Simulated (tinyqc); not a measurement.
Insulator thickness and V0 from two charges.

Problem. In an undoped wire Vg - V0 = Q/Cox + Vt ln(Q/Q0) + Vt ln(1 + Q/Q0) at the source, with Q0 = 4 eps0 eps_r Vt/R and Cox = eps0 eox/(R ln(1 + tox/R)). Find Cox, tox and V0.

Values chosen for this exercise; material values close to those of gallium arsenide:
```
symbol  value  unit                                      meaning
T         300     K                                  temperature
eps_r    12.7         relative permittivity of the semiconductor
eox      8.65        relative permittivity of the gate insulator
R           6    nm                                  wire radius
```

Constants: q = 1.602176634e-19 C, kB = 1.380649e-23 J/K, Vt = kB T/q, eps0 = 8.8541878128e-14 F/cm where lengths are in cm. Results are converted to the units shown.

Qs at Vg = 1.16 and 1.56 V (nC/cm^2): [735.03102, 1883.8429]

Solution. The two equations are linear in 1/Cox and V0; tox follows by inverting the logarithm.

Cox = 3.237 uF/cm^2
tox = 2.900 nm
V0 = 0.8580 V

Computed by the program tinyqc: `OMP_NUM_THREADS=1 python tinyqc.py 2460107 2460108 out.jsonl`, one thread of a shared Intel Xeon 2.30GHz, about 0.03 s for the whole run.
